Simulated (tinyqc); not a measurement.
Plain band against climbing image: nudged elastic band on a two-dimensional model surface. Computed by tinyqc, a small Python program. Command: `OMP_NUM_THREADS=1 python tinyqc.py 3027110 3027111 out.jsonl neb walk`. One thread of a shared host (Intel(R) Xeon(R) Processor @ 2.30GHz), about 0.2 s of CPU time with the checks.

V(x, y) = h u^2 + t x + (kappa/2)(y + c u)^2 with u = x^2/w^2 - 1; the path runs from the minimum near (-w, 0) to that near (w, 0).

Inputs (values chosen for the exercise, for a model surface):

| quantity | value | unit |
|---|---|---|
| height h | 0.39 | eV |
| half width w | 1.6 | angstrom |
| transverse stiffness kappa | 2.8 | eV/angstrom^2 |
| curvature c | 0.66 | angstrom |
| tilt t | 0.0046 | eV/angstrom |
| spring constant k_s | 1.6 | eV/angstrom^2 |
| step factor eta | 0.079 | angstrom^2/eV |

Surface: curved double well. Climbing image: on.

Method:
- Newton steps x(new) = x - H^-1 grad V (moves limited to 0.3 angstrom) from (-w, 0), (w, 0) and (0, c) give the two minima and the saddle.
- Tangent at image i: towards the higher neighbour if the energies rise or fall through i; at a maximum or minimum, tau = t+ dmax + t- dmin if V(i+1) > V(i-1), else t+ dmin + t- dmax, with t+ = R(i+1) - R(i), t- = R(i) - R(i-1) and dmax, dmin the larger and smaller of |V(i+1) - V(i)| and |V(i-1) - V(i)|; then normalise. Force F = -grad V + (grad V.tau) tau + k_s (|t+| - |t-|) tau.
- With a climbing image, the highest image feels instead F = -grad V + 2 (grad V.tau) tau and no spring.
- Update R(new) = R + eta F; the end points stay fixed.
- Images are counted without the end points, and convergence is judged on the largest force on an image. Each run starts on the straight line with the same k_s and eta, for at most 1500 iterations; errors are against the Newton saddle; a dash marks a run that did not reach 1e-4 eV/angstrom.

positions (angstrom):
```
               x         y
start   -1.60376  -0.00311
end      1.59621   0.00312
saddle   0.00755   0.65999
```

energies (eV): start -0.007369, end 0.007351, saddle 0.390017

barrier from the start = 0.397386 eV

Error of the highest image (meV) and iterations:

| images | plain, error | plain, iterations | climbing, error | climbing, iterations |
|---|---|---|---|---|
| 2 | -92.780 | 37 | 0 | 159 |
| 3 | -0.048 | 42 | 0 | 84 |
| 4 | -34.652 | 44 | 0 | 148 |
| 5 | -0.048 | 52 | 0 | 84 |
| 6 | -17.497 | 63 | 0 | 150 |
| 8 | -10.359 | 81 | 0 | 169 |
| 10 | -6.758 | 98 | 0 | 202 |

The plain band underestimates the barrier by 0.05 to 92.78 meV, depending on how near an image falls to the saddle (worst for 2 images, best for 3). The climbing image is within about 0.001 meV in every converged run, so few images suffice for the barrier.

Extremes, crossings and ranges named in words are read from the listed rows.
